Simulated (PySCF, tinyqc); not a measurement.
CISD on RHF in the 6-31g basis, for H3+, spin multiplicity 1, step by step (part 1 of 2). The lowest restricted solution is unstable here: a spin-polarised one lies 0.0021 hartree lower (PySCF). Computed by tinyqc, a small Python program that keeps every step (integrals from PySCF). Settings: charge = 1, multiplicity = 1, basis = 6-31g, method = RHF, energy threshold = 1e-10, iteration cap = 55, orthogonalisation = symmetric, start = Wolfsberg-Helmholz matrix, DIIS depth = 6, ci = CISD, davidson = 1. Command: `OMP_NUM_THREADS=1 python tinyqc.py 28173 28174 out.jsonl` (the two numbers bound the seeds that draw the settings). One thread of a shared host (Intel(R) Xeon(R) Processor @ 2.60GHz), about 0.1 s of CPU time with the checks. The early iterations of the SCF are left out here.

## One-electron integrals

Geometry (angstrom):

| atom | x | y | z |
|---|---|---|---|
| H | 0.00000 | 0.00000 | 0.00000 |
| H | 0.00000 | 0.00000 | 1.14700 |
| H | 0.00000 | 0.00000 | -1.14700 |

Basis 6-31g: exponents (1/bohr^2) and contraction coefficients of normalised primitives:

| element | l (shell) | exponent | coefficient |
|---|---|---|---|
| H | s (1) | 18.73114 | 0.03349 |
| H | s (1) | 2.82539 | 0.23473 |
| H | s (1) | 0.64012 | 0.81376 |
| H | s (2) | 0.16128 | 1.00000 |

Overlap, kinetic and nuclear-attraction integrals over the contracted functions; the nuclear repulsion is the sum of Za Zb / Rab.

nuclear repulsion = 1.1533941 hartree

overlap S:
```
         1H 1s    1H 2s    2H 1s    2H 2s    3H 1s    3H 2s
1H 1s  1.00000  0.65829  0.17042  0.35509  0.17042  0.35509
1H 2s  0.65829  1.00000  0.35509  0.68465  0.35509  0.68465
2H 1s  0.17042  0.35509  1.00000  0.65829  0.00163  0.05610
2H 2s  0.35509  0.68465  0.65829  1.00000  0.05610  0.21972
3H 1s  0.17042  0.35509  0.00163  0.05610  1.00000  0.65829
3H 2s  0.35509  0.68465  0.05610  0.21972  0.65829  1.00000
```

kinetic energy T (hartree):
```
          1H 1s    1H 2s     2H 1s     2H 2s     3H 1s     3H 2s
1H 1s   1.39568  0.25974  -0.02486   0.08217  -0.02486   0.08217
1H 2s   0.25974  0.24192   0.08217   0.12380   0.08217   0.12380
2H 1s  -0.02486  0.08217   1.39568   0.25974  -0.00480  -0.01407
2H 2s   0.08217  0.12380   0.25974   0.24192  -0.01407  -0.00055
3H 1s  -0.02486  0.08217  -0.00480  -0.01407   1.39568   0.25974
3H 2s   0.08217  0.12380  -0.01407  -0.00055   0.25974   0.24192
```

nuclear attraction V (hartree):
```
          1H 1s     1H 2s     2H 1s     2H 2s     3H 1s     3H 2s
1H 1s  -2.57563  -1.34646  -0.35793  -0.71452  -0.35793  -0.71452
1H 2s  -1.34646  -1.48818  -0.66667  -0.98692  -0.66667  -0.98692
2H 1s  -0.35793  -0.66667  -2.34511  -1.19624  -0.00359  -0.10581
2H 2s  -0.71452  -0.98692  -1.19624  -1.29508  -0.10581  -0.32698
3H 1s  -0.35793  -0.66667  -0.00359  -0.10581  -2.34511  -1.19624
3H 2s  -0.71452  -0.98692  -0.10581  -0.32698  -1.19624  -1.29508
```

core Hamiltonian H = T + V (hartree):
```
          1H 1s     1H 2s     2H 1s     2H 2s     3H 1s     3H 2s
1H 1s  -1.17995  -1.08672  -0.38279  -0.63235  -0.38279  -0.63235
1H 2s  -1.08672  -1.24627  -0.58450  -0.86312  -0.58450  -0.86312
2H 1s  -0.38279  -0.58450  -0.94943  -0.93650  -0.00839  -0.11989
2H 2s  -0.63235  -0.86312  -0.93650  -1.05316  -0.11989  -0.32753
3H 1s  -0.38279  -0.58450  -0.00839  -0.11989  -0.94943  -0.93650
3H 2s  -0.63235  -0.86312  -0.11989  -0.32753  -0.93650  -1.05316
```

## Two-electron integrals

Functions are numbered as in S; the eight-fold symmetry (ij|kl) = (ji|kl) = (kl|ij) leaves the list below.

Two-electron integrals (ij|kl) in chemists' order, unique and non-zero (hartree):
```
(11|11) 1.07657    (21|11) 0.57847    (21|21) 0.32942    (22|11) 0.58740
(22|21) 0.36130    (22|22) 0.45315    (31|11) 0.13003    (31|21) 0.07686
(31|22) 0.08895    (31|31) 0.02665    (32|11) 0.18845    (32|21) 0.11891
(32|22) 0.15550    (32|31) 0.04584    (32|32) 0.09479    (33|11) 0.45793
(33|21) 0.29688    (33|22) 0.41009    (33|31) 0.13003    (33|32) 0.30118
(33|33) 1.07657    (41|11) 0.30118    (41|21) 0.17292    (41|22) 0.19211
(41|31) 0.04584    (41|32) 0.07315    (41|33) 0.18845    (41|41) 0.09479
(42|11) 0.36316    (42|21) 0.22616    (42|22) 0.29172    (42|31) 0.06703
(42|32) 0.12828    (42|33) 0.36316    (42|41) 0.12828    (42|42) 0.21241
(43|11) 0.29688    (43|21) 0.19110    (43|22) 0.26222    (43|31) 0.07686
(43|32) 0.17292    (43|33) 0.57847    (43|41) 0.11891    (43|42) 0.22616
(43|43) 0.32942    (44|11) 0.41009    (44|21) 0.26222    (44|22) 0.36064
(44|31) 0.08895    (44|32) 0.19211    (44|33) 0.58740    (44|41) 0.15550
(44|42) 0.29172    (44|43) 0.36130    (44|44) 0.45315    (51|11) 0.13003
(51|21) 0.07686    (51|22) 0.08895    (51|31) 0.01358    (51|32) 0.02134
(51|33) 0.05275    (51|41) 0.03615    (51|42) 0.04764    (51|43) 0.03469
(51|44) 0.05164    (51|51) 0.02665    (52|11) 0.18845    (52|21) 0.11891
(52|22) 0.15550    (52|31) 0.02134    (52|32) 0.03573    (52|33) 0.09036
(52|41) 0.05570    (52|42) 0.08097    (52|43) 0.05947    (52|44) 0.08969
(52|51) 0.04584    (52|52) 0.09479    (53|11) 0.00158    (53|21) 0.00088
(53|22) 0.00093    (53|31) 0.00020    (53|32) 0.00030    (53|33) 0.00075
(53|41) 0.00046    (53|42) 0.00058    (53|43) 0.00048    (53|44) 0.00066
(53|51) 0.00020    (53|52) 0.00030    (53|53) 2.39e-06   (54|11) 0.03513
(54|21) 0.02158    (54|22) 0.02672    (54|31) 0.00393    (54|32) 0.00640
(54|33) 0.01601    (54|41) 0.01022    (54|42) 0.01428    (54|43) 0.01052
(54|44) 0.01573    (54|51) 0.00764    (54|52) 0.01444    (54|53) 0.00006
(54|54) 0.00231    (55|11) 0.45793    (55|21) 0.29688    (55|22) 0.41009
(55|31) 0.05275    (55|32) 0.09036    (55|33) 0.23068    (55|41) 0.13741
(55|42) 0.20699    (55|43) 0.15185    (55|44) 0.23033    (55|51) 0.13003
(55|52) 0.30118    (55|53) 0.00075    (55|54) 0.04295    (55|55) 1.07657
(61|11) 0.30118    (61|21) 0.17292    (61|22) 0.19211    (61|31) 0.03615
(61|32) 0.05570    (61|33) 0.13741    (61|41) 0.08719    (61|42) 0.11341
(61|43) 0.08953    (61|44) 0.12757    (61|51) 0.04584    (61|52) 0.07315
(61|53) 0.00046    (61|54) 0.01295    (61|55) 0.18845    (61|61) 0.09479
(62|11) 0.36316    (62|21) 0.22616    (62|22) 0.29172    (62|31) 0.04764
(62|32) 0.08097    (62|33) 0.20699    (62|41) 0.11341    (62|42) 0.16905
(62|43) 0.13504    (62|44) 0.19693    (62|51) 0.06703    (62|52) 0.12828
(62|53) 0.00058    (62|54) 0.02080    (62|55) 0.36316    (62|61) 0.12828
(62|62) 0.21241    (63|11) 0.03513    (63|21) 0.02158    (63|22) 0.02672
(63|31) 0.00764    (63|32) 0.01444    (63|33) 0.04295    (63|41) 0.01295
(63|42) 0.02080    (63|43) 0.02522    (63|44) 0.02907    (63|51) 0.00393
(63|52) 0.00640    (63|53) 0.00006    (63|54) 0.00116    (63|55) 0.01601
(63|61) 0.01022    (63|62) 0.01428    (63|63) 0.00231    (64|11) 0.12906
(64|21) 0.07939    (64|22) 0.09957    (64|31) 0.01954    (64|32) 0.03417
(64|33) 0.09011    (64|41) 0.04221    (64|42) 0.06410    (64|43) 0.05761
(64|44) 0.07924    (64|51) 0.01954    (64|52) 0.03417    (64|53) 0.00021
(64|54) 0.00587    (64|55) 0.09011    (64|61) 0.04221    (64|62) 0.06410
(64|63) 0.00587    (64|64) 0.02188    (65|11) 0.29688    (65|21) 0.19110
(65|22) 0.26222    (65|31) 0.03469    (65|32) 0.05947    (65|33) 0.15185
(65|41) 0.08953    (65|42) 0.13504    (65|43) 0.09996    (65|44) 0.15140
(65|51) 0.07686    (65|52) 0.17292    (65|53) 0.00048    (65|54) 0.02522
(65|55) 0.57847    (65|61) 0.11891    (65|62) 0.22616    (65|63) 0.01052
(65|64) 0.05761    (65|65) 0.32942    (66|11) 0.41009    (66|21) 0.26222
(66|22) 0.36064    (66|31) 0.05164    (66|32) 0.08969    (66|33) 0.23033
(66|41) 0.12757    (66|42) 0.19693    (66|43) 0.15140    (66|44) 0.22749
(66|51) 0.08895    (66|52) 0.19211    (66|53) 0.00066    (66|54) 0.02907
(66|55) 0.58740    (66|61) 0.15550    (66|62) 0.29172    (66|63) 0.01573
(66|64) 0.07924    (66|65) 0.36130    (66|66) 0.45315
```

## Orthogonalisation

S = U s U^T; symmetric (Loewdin) form X = U s^(-1/2) U^T, so that X^T S X = 1.

eigenvalues of S: 0.08377  0.27734  0.40233  0.81091  1.50131  2.92434

X:
```
          1H 1s     1H 2s     2H 1s     2H 2s     3H 1s     3H 2s
1H 1s   1.27501  -0.60020  -0.00560   0.06821  -0.00560   0.06821
1H 2s  -0.60020   2.29986   0.00614  -0.82699   0.00614  -0.82699
2H 1s  -0.00560   0.00614   1.25483  -0.49720  -0.00621   0.03550
2H 2s   0.06821  -0.82699  -0.49720   1.67871   0.03550   0.22474
3H 1s  -0.00560   0.00614  -0.00621   0.03550   1.25483  -0.49720
3H 2s   0.06821  -0.82699   0.03550   0.22474  -0.49720   1.67871
```

## Iteration 7 (converged): orbitals

converged F (hartree):
```
          1H 1s     1H 2s     2H 1s     2H 2s     3H 1s     3H 2s
1H 1s  -0.31821  -0.71194  -0.37118  -0.48295  -0.37118  -0.48295
1H 2s  -0.71194  -0.72457  -0.45064  -0.53938  -0.45064  -0.53938
2H 1s  -0.37118  -0.45064  -0.19977  -0.54532  -0.07224  -0.17206
2H 2s  -0.48295  -0.53938  -0.54532  -0.51753  -0.17206  -0.29117
3H 1s  -0.37118  -0.45064  -0.07224  -0.17206  -0.19977  -0.54532
3H 2s  -0.48295  -0.53938  -0.17206  -0.29117  -0.54532  -0.51753
```

Diagonalise F' = X^T F X, C = X C', fill 1 alpha and 1 beta electrons from the bottom; D = 2 C_occ C_occ^T. Each column has its largest component positive (the first on a tie).

F' = X^T F X (hartree):
```
          1         2         3         4         5         6
1   0.22974  -0.65647  -0.15705  -0.09272  -0.15705  -0.09272
2  -0.65647   0.05139  -0.14360  -0.19527  -0.14360  -0.19527
3  -0.15705  -0.14360   0.23141  -0.51749  -0.00303   0.01181
4  -0.09272  -0.19527  -0.51749   0.00342   0.01181  -0.06005
5  -0.15705  -0.14360  -0.00303   0.01181   0.23141  -0.51749
6  -0.09272  -0.19527   0.01181  -0.06005  -0.51749   0.00342
```

orbital energies (hartree): MO1 -0.89970, MO2 -0.38721, MO3 -0.06773, MO4 0.58872, MO5 0.68512, MO6 0.83158

coefficients C:
```
           MO1       MO2       MO3       MO4       MO5       MO6
1H 1s  0.31046   0.00000   0.26107   0.36183   0.00000  -1.30376
1H 2s  0.42338   0.00000   1.53798  -0.10349   0.00000   2.11238
2H 1s  0.20973   0.29128  -0.14314   0.85651  -0.92312   0.29680
2H 2s  0.11769   0.53860  -1.07738  -0.73850   0.95331  -0.94166
3H 1s  0.20973  -0.29128  -0.14314   0.85651   0.92312   0.29680
3H 2s  0.11769  -0.53860  -1.07738  -0.73850  -0.95331  -0.94166
```

D after iteration 7:
```
         1H 1s    1H 2s    2H 1s    2H 2s    3H 1s    3H 2s
1H 1s  0.19277  0.26289  0.13023  0.07308  0.13023  0.07308
1H 2s  0.26289  0.35850  0.17759  0.09966  0.17759  0.09966
2H 1s  0.13023  0.17759  0.08797  0.04937  0.08797  0.04937
2H 2s  0.07308  0.09966  0.04937  0.02770  0.04937  0.02770
3H 1s  0.13023  0.17759  0.08797  0.04937  0.08797  0.04937
3H 2s  0.07308  0.09966  0.04937  0.02770  0.04937  0.02770
```

## Convergence

Stop when the energy changes by less than 1e-10 hartree and every element of the error matrix X^T (F D S - S D F) X is below 3e-06.

Course of the cycle:

| iteration | E (hartree) | change | largest element of the error matrix |
|---|---|---|---|
| 1 | -1.1140589 | - | 1.39e-01 |
| 2 | -1.1657731 | -5.17e-02 | 2.85e-02 |
| 3 | -1.1676793 | -1.91e-03 | 1.51e-03 |
| 4 | -1.1676817 | -2.44e-06 | 1.18e-04 |
| 5 | -1.1676817 | -3.79e-08 | 1.83e-05 |
| 6 | -1.1676817 | -1.08e-09 | 1.58e-08 |
| 7 | -1.1676817 | -8.88e-16 | 5.47e-09 |

PySCF RHF in the same basis = -1.1676817 hartree

Converged in 7 iterations.

## Integrals over molecular orbitals

(pq|rs) = sum C_ip C_jq C_kr C_ls (ij|kl), one index at a time.

one-electron integrals over orbitals h = C^T H C (hartree):
```
          1         2         3         4         5         6
1  -1.42138   0.00000  -0.08052  -0.06270   0.00000   0.07728
2   0.00000  -1.09313   0.00000   0.00000   0.11942   0.00000
3  -0.08052   0.00000  -0.79308   0.09185   0.00000   0.18397
4  -0.06270   0.00000   0.09185  -0.18024   0.00000   0.04315
5   0.00000   0.11942   0.00000   0.00000  -0.04818   0.00000
6   0.07728   0.00000   0.18397   0.04315   0.00000  -0.12852
```

Two-electron integrals over orbitals (pq|rs), unique and non-zero (hartree):
```
(11|11) 0.52168    (21|21) 0.11876    (22|11) 0.41234    (22|22) 0.42524
(31|11) 0.08052    (31|22) -0.01620   (31|31) 0.07700    (32|21) -0.09635
(32|32) 0.10362    (33|11) 0.40118    (33|22) 0.36734    (33|31) 0.02443
(33|33) 0.36005    (41|11) 0.06270    (41|22) 0.07306    (41|31) -0.01115
(41|33) 0.04428    (41|41) 0.04856    (42|21) 0.06846    (42|32) -0.05060
(42|42) 0.07557    (43|11) -0.05150   (43|22) -0.05700   (43|31) 0.00642
(43|33) -0.03015   (43|41) -0.02621   (43|43) 0.03195    (44|11) 0.40876
(44|22) 0.40928    (44|31) -0.00604   (44|33) 0.35264    (44|41) 0.07664
(44|43) -0.06504   (44|44) 0.41841    (51|21) -0.05181   (51|32) 0.03836
(51|42) -0.05637   (51|51) 0.04253    (52|11) -0.08562   (52|22) -0.09886
(52|31) 0.01445    (52|33) -0.05463   (52|41) -0.05818   (52|43) 0.04519
(52|44) -0.10939   (52|52) 0.08071    (53|21) 0.02214    (53|32) -0.00711
(53|42) 0.04138    (53|51) -0.02950   (53|53) 0.03220    (54|21) -0.14631
(54|32) 0.12934    (54|42) -0.10042   (54|51) 0.07638    (54|53) -0.03474
(54|54) 0.20943    (55|11) 0.38792    (55|22) 0.41124    (55|31) -0.02411
(55|33) 0.34770    (55|41) 0.08222    (55|43) -0.06295   (55|44) 0.41771
(55|52) -0.11253   (55|55) 0.42387    (61|11) -0.07728   (61|22) 0.00269
(61|31) -0.06445   (61|33) -0.04348   (61|41) -0.00657   (61|43) -0.01683
(61|44) 0.00378    (61|52) -0.01019   (61|55) 0.01259    (61|61) 0.09292
(62|21) 0.03487    (62|32) -0.02188   (62|42) 0.03227    (62|51) -0.02373
(62|53) 0.01987    (62|54) -0.04738   (62|62) 0.01933    (63|11) -0.12421
(63|22) -0.05349   (63|31) -0.05421   (63|33) -0.06466   (63|41) -0.03181
(63|43) 0.01361    (63|44) -0.05916   (63|52) 0.03357    (63|55) -0.04886
(63|61) 0.06940    (63|63) 0.08112    (64|11) -0.02486   (64|22) 0.03111
(64|31) -0.04550   (64|33) 0.00054    (64|41) 0.02419    (64|43) -0.01203
(64|44) 0.02931    (64|52) -0.02946   (64|55) 0.04371    (64|61) 0.03431
(64|63) 0.02175    (64|64) 0.03995    (65|21) -0.05455   (65|32) 0.05351
(65|42) -0.04002   (65|51) 0.03109    (65|53) -0.01099   (65|54) 0.08116
(65|62) -0.01530   (65|65) 0.03543    (66|11) 0.52651    (66|22) 0.36765
(66|31) 0.12300    (66|33) 0.40270    (66|41) 0.05470    (66|43) -0.02749
(66|44) 0.37329    (66|52) -0.05923   (66|55) 0.34538    (66|61) -0.14773
(66|63) -0.16567   (66|64) -0.05921   (66|66) 0.62086
```

## CISD: determinants and Hamiltonian

Hartree-Fock energy = -1.1676817 hartree

Slater-Condon rules over spin orbitals, with the nuclear repulsion added and E(HF) subtracted on the diagonal. Only determinants linked to the reference directly or through others are kept (one block of an abelian symmetry group), so some states are absent.

Occupation strings over the orbitals (2 doubly, a alpha, b beta, 0 empty; spin orbitals ordered 1a 1b 2a 2b ...): 200000 a0b000 a00b00 a0000b b0a000 b00a00 b0000a 020000 0a00b0 002000 00ab00 00a00b 00ba00 000200 000a0b 0b00a0 000020 00b00a 000b0a 000002

H - E(HF) between determinants (hartree):
```
          200000    a0b000    a00b00    a0000b    b0a000    b00a00    b0000a    020000
200000   0.00000   0.00000   0.00000   0.00000   0.00000   0.00000   0.00000   0.11876
a0b000   0.00000   0.50780   0.04035   0.05976  -0.07700   0.01115   0.06445  -0.09635
a00b00   0.00000   0.04035   1.12821   0.01829   0.01115  -0.04856   0.00657   0.06846
a0000b   0.00000   0.05976   0.01829   1.29768   0.06445   0.00657  -0.09292   0.03487
b0a000   0.00000  -0.07700   0.01115   0.06445   0.50780   0.04035   0.05976   0.09635
b00a00   0.00000   0.01115  -0.04856   0.00657   0.04035   1.12821   0.01829  -0.06846
b0000a   0.00000   0.06445   0.00657  -0.09292   0.05976   0.01829   1.29768  -0.03487
020000   0.11876  -0.09635   0.06846   0.03487   0.09635  -0.06846  -0.03487   0.56006
0a00b0  -0.05181   0.02214  -0.14631  -0.05455  -0.03836   0.05637   0.02373   0.02056
002000   0.07700  -0.05609   0.00642  -0.05421   0.05609  -0.00642   0.05421   0.10362
00ab00  -0.01115   0.00642  -0.08656  -0.04550   0.01842   0.02621   0.03181  -0.05060
00a00b  -0.06445  -0.05421  -0.04550   0.04248  -0.03379   0.01683  -0.06940  -0.02188
00ba00   0.01115   0.01842   0.02621   0.03181   0.00642  -0.08656  -0.04550   0.05060
000200   0.04856  -0.02621   0.01394   0.02419   0.02621  -0.01394  -0.02419   0.07557
000a0b  -0.00657  -0.03181   0.02419  -0.00800   0.01683  -0.08106  -0.03431   0.03227
0b00a0   0.05181  -0.03836   0.05637   0.02373   0.02214  -0.14631  -0.05455  -0.02056
000020   0.04253  -0.02950   0.07638   0.03109   0.02950  -0.07638  -0.03109   0.08071
00b00a   0.06445  -0.03379   0.01683  -0.06940  -0.05421  -0.04550   0.04248   0.02188
000b0a   0.00657   0.01683  -0.08106  -0.03431  -0.03181   0.02419  -0.00800  -0.03227
000002   0.09292   0.06940   0.03431  -0.07045  -0.06940  -0.03431   0.07045   0.01933

          0a00b0    002000    00ab00    00a00b    00ba00    000200    000a0b    0b00a0
200000  -0.05181   0.07700  -0.01115  -0.06445   0.01115   0.04856  -0.00657   0.05181
a0b000   0.02214  -0.05609   0.00642  -0.05421   0.01842  -0.02621  -0.03181  -0.03836
a00b00  -0.14631   0.00642  -0.08656  -0.04550   0.02621   0.01394   0.02419   0.05637
a0000b  -0.05455  -0.05421  -0.04550   0.04248   0.03181   0.02419  -0.00800   0.02373
b0a000  -0.03836   0.05609   0.01842  -0.03379   0.00642   0.02621   0.01683   0.02214
b00a00   0.05637  -0.00642   0.02621   0.01683  -0.08656  -0.01394  -0.08106  -0.14631
b0000a   0.02373   0.05421   0.03181  -0.06940  -0.04550  -0.02419  -0.03431  -0.05455
020000   0.02056   0.10362  -0.05060  -0.02188   0.05060   0.07557   0.03227  -0.02056
0a00b0   1.59101  -0.00711   0.12934   0.05351  -0.04138  -0.10042  -0.04002  -0.08071
002000  -0.00711   1.09497   0.06170   0.11931  -0.06170   0.03195   0.01361   0.00711
00ab00   0.12934   0.06170   1.70040   0.04369  -0.03195   0.02681  -0.01203  -0.04138
00a00b   0.05351   0.11931   0.04369   1.80218  -0.01361  -0.01203   0.06436  -0.01987
00ba00  -0.04138  -0.06170  -0.03195  -0.01361   1.70040  -0.02681  -0.12481   0.12934
000200  -0.10042   0.03195   0.02681  -0.01203  -0.02681   2.37900   0.07246   0.10042
000a0b  -0.04002   0.01361  -0.01203   0.06436  -0.12481   0.07246   2.38560   0.04738
0b00a0  -0.08071   0.00711  -0.04138  -0.01987   0.12934   0.10042   0.04738   1.59101
000020   0.00690   0.03220  -0.03474  -0.01099   0.03474   0.20943   0.08116  -0.00690
00b00a  -0.01987  -0.11931  -0.01361  -0.08112   0.04369   0.01203  -0.02175   0.05351
000b0a   0.04738  -0.01361  -0.12481  -0.02175  -0.01203  -0.07246  -0.03995  -0.04002
000002  -0.01530   0.08112   0.02175   0.01831  -0.02175   0.03995  -0.01606   0.01530

          000020    00b00a    000b0a    000002
200000   0.04253   0.06445   0.00657   0.09292
a0b000  -0.02950  -0.03379   0.01683   0.06940
a00b00   0.07638   0.01683  -0.08106   0.03431
a0000b   0.03109  -0.06940  -0.03431  -0.07045
b0a000   0.02950  -0.05421  -0.03181  -0.06940
b00a00  -0.07638  -0.04550   0.02419  -0.03431
b0000a  -0.03109   0.04248  -0.00800   0.07045
020000   0.08071   0.02188  -0.03227   0.01933
0a00b0   0.00690  -0.01987   0.04738  -0.01530
002000   0.03220  -0.11931  -0.01361   0.08112
00ab00  -0.03474  -0.01361  -0.12481   0.02175
00a00b  -0.01099  -0.08112  -0.02175   0.01831
00ba00   0.03474   0.04369  -0.01203  -0.02175
000200   0.20943   0.01203  -0.07246   0.03995
000a0b   0.08116  -0.02175  -0.03995  -0.01606
0b00a0  -0.00690   0.05351  -0.04002   0.01530
000020   2.64859   0.01099  -0.08116   0.03543
00b00a   0.01099   1.80218   0.06436  -0.01831
000b0a  -0.08116   0.06436   2.38560   0.01606
000002   0.03543  -0.01831   0.01606   2.68489
```
